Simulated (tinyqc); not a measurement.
Spectrum around the gap: Franz-Keldysh effect at a direct gap.

Parabolic bands, vertical transitions, no excitons. For each hole band j: mr = me mj/(me + mj); joint density of states J_j(E) = (mr/c)^(3/2) sqrt(E - Eg)/(2 pi^2), both spins, c = hbar^2/2m0; averaged matrix element |e.p|^2 = m0 Ep/6; alpha_j(E) = 4 pi^2 alpha_f c Ep J_j/(3 nr E) in 1/angstrom (alpha_f the fine-structure constant, listed as alpha among the constants), times 1e8 for 1/cm.

In a field Fd (1 kV/cm = 1e-5 V/angstrom) the electro-optic energy of band j is th = (c (e Fd)^2/mr)^(1/3), and sqrt(E - Eg) in J_j is replaced by pi sqrt(th) [Ai'(b)^2 - b Ai(b)^2] with b = (Eg - E)/th; Ai is the Airy function.

Constants: hbar^2/2m0 = 3.80998211 eV angstrom^2; fine-structure constant alpha = 0.007297352564.

Values chosen for the exercise (near those of InP; the results hold for these values, not for the real material): Eg = 1.338 eV (direct gap); me = 0.0822 m0 (electron mass); mhh = 0.597 m0 (heavy-hole mass); mlh = 0.0931 m0 (light-hole mass); Ep = 20.9 eV (Kane energy); nr = 3.46 (refractive index); Fd = 28 kV/cm (uniform field).

Absorption (1/cm):

| E - Eg (eV) | alpha(0) | alpha(F) | change |
|---|---|---|---|
| -0.0401 | 0 | 1.845 | 2 |
| -0.0321 | 0 | 7.918 | 8 |
| -0.0241 | 0 | 30.90 | 31 |
| -0.0160 | 0 | 109.5 | 110 |
| -0.0080 | 0 | 334.9 | 335 |
| 0.0000 | 0 | 880.2 | 880 |
| 0.0080 | 2855 | 1943 | -912 |
| 0.0160 | 4014 | 3522 | -492 |
| 0.0241 | 4897 | 5164 | 267 |
| 0.0321 | 5619 | 6096 | 477 |
| 0.0401 | 6244 | 6270 | 26 |
| 0.0481 | 6799 | 6555 | -244 |
| 0.0642 | 7765 | 7867 | 102 |
| 0.0802 | 8581 | 8629 | 48 |

At the gap alpha(F) = 880 1/cm; 32.1 meV below it 7.92 1/cm remain, the tail falling as exp(-(4/3) b^(3/2)). Among the energies listed the largest rise is 880 1/cm at E - Eg = 0.0 meV and the largest fall -912 1/cm at 8.0 meV. It changes sign between 0.0 and 8.0 meV, between 16.0 and 24.1 meV, between 40.1 and 48.1 meV and between 48.1 and 64.2 meV; th is 16.0 meV for heavy holes and 19.0 meV for light holes.

(tinyqc, `OMP_NUM_THREADS=1 python tinyqc.py 1651227 1651228 out.jsonl`, Intel(R) Xeon(R) Processor @ 2.30GHz, 1 thread, shared host, about 0.01 s.)
